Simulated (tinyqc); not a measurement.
# p-n diode, drift-diffusion by the Gummel loop with Scharfetter-Gummel fluxes, step by step

tinyqc, about 0.2 s, one thread, Intel Xeon 2.30GHz (shared host): `OMP_NUM_THREADS=1 python tinyqc.py 2240059 2240060 out.jsonl` Printed values are rounded.

Abrupt junction at x = 0, p side from -Lp, n side to Ln, ohmic contacts. psi is counted from the intrinsic level; n = ni exp((psi - phin)/Vt), p = ni exp((phip - psi)/Vt). Contacts: p side psi = V - Vt ln(Na/ni), p = Na, n = ni^2/Na; n side psi = Vt ln(Nd/ni), n = Nd, p = ni^2/Nd. Constant mobilities, D = mu Vt, Boltzmann statistics, SRH recombination through a mid-gap level, U = (n p - ni^2)/(tp (n + ni) + tn (p + ni)). Current is positive from the p contact to the n contact.

Values chosen for this exercise; band and dielectric values those of a made-up semiconductor:
- T = 275 K (temperature)
- Eg = 0.587 eV (band gap)
- eps_r = 20 (relative permittivity)
- Nc = 7.51e18 cm^-3 (conduction-band density of states at T)
- Nv = 5.87e18 cm^-3 (valence-band density of states at T)
- Na = 1.7e16 cm^-3 (acceptor density of the p side)
- Nd = 7.3e16 cm^-3 (donor density of the n side)
- mun = 2700 cm^2/(V s) (electron mobility)
- mup = 1100 cm^2/(V s) (hole mobility)
- tn = 6e-7 s (SRH lifetime of electrons)
- tp = 5e-10 s (SRH lifetime of holes)
- G = 0 cm^-3 s^-1 (uniform generation rate)
- V = 0.36 V (bias of the p contact)

Constants: q = 1.602176634e-19 C, kB = 1.380649e-23 J/K, Vt = kB T/q, eps0 = 8.8541878128e-14 F/cm where lengths are in cm. Results are converted to the units shown.

Range of the model: At a bias near or above Vbi densities approach the doping or exceed it; degeneracy, Auger and radiative recombination, left out, begin to matter. Minority carriers exceed a tenth of the doping outside the junction (high injection).

## Intrinsic density and built-in voltage

ni = sqrt(Nc Nv) exp(-Eg/(2 Vt)), Eg in volts; Vbi = Vt ln(Na Nd/ni^2).

ni = 2.775372e13 cm^-3
Vbi = 0.3386976 V

## Round 1: Poisson equation

```
node  x (nm)  phin at the start (V)  phip at the start (V)
0      -1400                   0.36                   0.36
1       -907                      0                   0.36
2       -573                      0                   0.36
3       -348                      0                   0.36
4       -196                      0                   0.36
5        -93                      0                   0.36
6      -23.5                      0                   0.36
7       23.5                      0                   0.36
8       94.9                      0                   0.36
9        203                      0                   0.36
10       368                      0                   0.36
11       619                      0                   0.36
12      1000                      0                      0
```

With phin and phip held, solve a_i (psi_(i+1) - psi_i) - a_(i-1) (psi_i - psi_(i-1)) + q w_i (p_i - n_i + C_i) = 0 for the inner nodes by Newton steps to convergence; a_i = eps0 eps_r/h_i, h_i = x_(i+1) - x_i, w_i = (h_(i-1) + h_i)/2, C = -Na or +Nd.

```
node    psi (V)  n after Poisson (cm^-3)  p after Poisson (cm^-3)
0     0.2079179              4.530994e10                   1.7e16
1     0.1764026              4.744133e16              6.427075e16
2     0.1763665              4.736913e16              6.436871e16
3     0.1763664              4.736897e16              6.436893e16
4     0.1763672              4.737060e16              6.436671e16
5     0.1764140              4.746428e16              6.423968e16
6     0.1776637              5.003448e16              6.093977e16
7     0.1936054              9.804482e16              3.109894e16
8     0.1946705              1.025520e17              2.973212e16
9     0.1947024              1.026899e17              2.969222e16
10    0.1947027              1.026915e17              2.969176e16
11    0.1946896              1.026343e17              2.970828e16
12    0.1866154                   7.3e16              1.055163e10
```

## Round 1: electron continuity

With psi and p held, F_i = (mun Vt/h_i) [n_(i+1) B(d_i) - n_i B(-d_i)], d_i = (psi_(i+1) - psi_i)/Vt, B(d) = d/(exp(d) - 1); solve F_i - F_(i-1) = w_i [(n_i p_i - ni^2)/den_i - G] for the new n, with den = tp (n + ni) + tn (p + ni) taken at the old n and p, h_i = x_(i+1) - x_i, w_i = (h_(i-1) + h_i)/2; phin = psi - Vt ln(n/ni).

```
node  new n (cm^-3)  phin after round 1 (V)
0       4.530994e10               0.3600000
1       7.727922e15               0.0430031
2       1.717593e16               0.0240404
3       2.355360e16               0.0165573
4       2.786318e16               0.0125763
5       3.084096e16               0.0102169
6       3.453409e16               0.0087863
7       6.957160e16               0.0081299
8       7.484024e16               0.0074651
9       7.800768e16               0.0065146
10      8.268741e16               0.0051344
11      8.975750e16               0.0031769
12           7.3e16               0.0000000
```

## Round 1: hole continuity

With psi and the new n held, F_i = (mup Vt/h_i) [p_(i+1) B(-d_i) - p_i B(d_i)], d_i = (psi_(i+1) - psi_i)/Vt, B(d) = d/(exp(d) - 1); solve F_i - F_(i-1) = w_i [(n_i p_i - ni^2)/den_i - G] for the new p, with den = tp (n + ni) + tn (p + ni) taken at the new n and the old p, h_i = x_(i+1) - x_i, w_i = (h_(i-1) + h_i)/2; phip = psi + Vt ln(p/ni).

```
node  new p (cm^-3)  phip after round 1 (V)
0            1.7e16               0.3600000
1       4.757182e16               0.3528702
2       4.222992e16               0.3500115
3       3.858586e16               0.3478728
4       3.612297e16               0.3463106
5       3.438540e16               0.3451892
6       3.152284e16               0.3443791
7       1.553286e16               0.3435487
8       1.371977e16               0.3416725
9       1.195254e16               0.3384365
10      9.281702e15               0.3324438
11      5.223942e15               0.3188093
12      1.055163e10               0.0000000
```

## Round 2: Poisson equation

As before.

```
node    psi (V)  n after Poisson (cm^-3)  p after Poisson (cm^-3)
0     0.2079179              4.530994e10                   1.7e16
1     0.1877730              1.248657e16              2.944214e16
2     0.1796760              1.975022e16              3.672558e16
3     0.1756232              2.282637e16              3.981517e16
4     0.1731755              2.435214e16              4.133110e16
5     0.1717668              2.534903e16              4.183508e16
6     0.1736037              2.909665e16              3.741367e16
7     0.1963537              7.812641e16              1.383202e16
8     0.1976214              8.476466e16              1.211343e16
9     0.1964794              8.408222e16              1.108902e16
10    0.1945975              8.232110e16              9.323003e15
11    0.1916448              7.893514e16              5.940167e15
12    0.1866154                   7.3e16              1.055163e10
```

## Round 2: electron continuity

As before.

```
node  new n (cm^-3)  phin after round 2 (V)
0       4.530994e10               0.3600000
1       1.007110e16               0.0480977
2       1.573653e16               0.0294240
3       1.953514e16               0.0202470
4       2.199810e16               0.0149854
5       2.376160e16               0.0117494
6       2.786859e16               0.0098082
7       7.517822e16               0.0090415
8       8.153427e16               0.0083859
9       8.089952e16               0.0074291
10      7.953565e16               0.0059501
11      7.737831e16               0.0036490
12           7.3e16               0.0000000
```

## Round 2: hole continuity

As before.

```
node  new p (cm^-3)  phip after round 2 (V)
0            1.7e16               0.3600000
1       2.806075e16               0.3517314
2       3.348769e16               0.3478243
3       3.603491e16               0.3455088
4       3.754265e16               0.3440324
5       3.824268e16               0.3430616
6       3.438261e16               0.3423770
7       1.270953e16               0.3415431
8       1.100012e16               0.3393878
9       9.875304e15               0.3356895
10      8.106246e15               0.3291297
11      5.160217e15               0.3154737
12      1.055163e10               0.0000000
```

## Course of the Gummel loop

Stop when phin and phip change by less than 1e-8 V, or after 15 rounds. J = Jn at the p contact + Jp at the n contact + q sum w_i U_i - q G sum w_i over the inner nodes, which avoids differences of large majority fluxes: Jn = (q mun Vt/h_0)[n_1 B(d_0) - n_0 B(-d_0)], Jp = (q mup Vt/h_last)[p_(N-1) B(d_last) - p_N B(-d_last)], d_i = (psi_(i+1) - psi_i)/Vt, B(d) = d/(exp(d) - 1), w_i = (h_(i-1) + h_i)/2.

Course of the iteration:
```
round  J (A/cm^2)  largest change of phin, phip (V)
1        3583.613                            0.0430
2        3738.850                           5.38e-3
3        3743.835                           3.48e-4
4        3746.450                           3.54e-5
5        3746.143                           4.37e-6
6        3746.204                           8.77e-7
7        3746.194                           1.48e-7
8        3746.195                           2.64e-8
9        3746.195                           4.64e-9
```

Converged in 9 rounds.

## Recombination and current

```
node  converged psi (V)  converged n (cm^-3)  converged p (cm^-3)
0             0.2079179          4.530994e10               1.7e16
1             0.1884828          1.024952e16          2.721109e16
2             0.1801173          1.577538e16          3.275824e16
3             0.1754570          1.918278e16          3.617066e16
4             0.1726230          2.138587e16          3.835906e16
5             0.1710210          2.302284e16          3.945358e16
6             0.1730275          2.726710e16          3.525753e16
7             0.1967010          7.650382e16          1.254081e16
8             0.1981046          8.341327e16          1.078676e16
9             0.1969509          8.266544e16          9.675006e15
10            0.1949950          8.094350e16          7.946914e15
11            0.1918583          7.807488e16          5.079303e15
12            0.1866154               7.3e16          1.055163e10
```

U_i as defined. J = Jn at the p contact + Jp at the n contact + q sum w_i U_i - q G sum w_i over the inner nodes, which avoids differences of large majority fluxes: Jn = (q mun Vt/h_0)[n_1 B(d_0) - n_0 B(-d_0)], Jp = (q mup Vt/h_last)[p_(N-1) B(d_last) - p_N B(-d_last)], d_i = (psi_(i+1) - psi_i)/Vt, B(d) = d/(exp(d) - 1), w_i = (h_(i-1) + h_i)/2.

U, node 0 to 12 (cm^-3 s^-1): 0  1.705972e22  2.625946e22  3.193263e22  3.560076e22  3.832574e22  4.538014e22  1.265824e23  1.377793e23  1.364127e23  1.333082e23  1.277888e23  0
Jn at the p contact = 3123.347 A/cm^2
Jp at the n contact = 620.6454 A/cm^2
recombination = 2.202945 A/cm^2
generation = 0 A/cm^2
J = 3746.195 A/cm^2

A 500-node mesh gives J = 3739 A/cm^2; this mesh differs from it by 7.6 A/cm^2 (0.20 %).
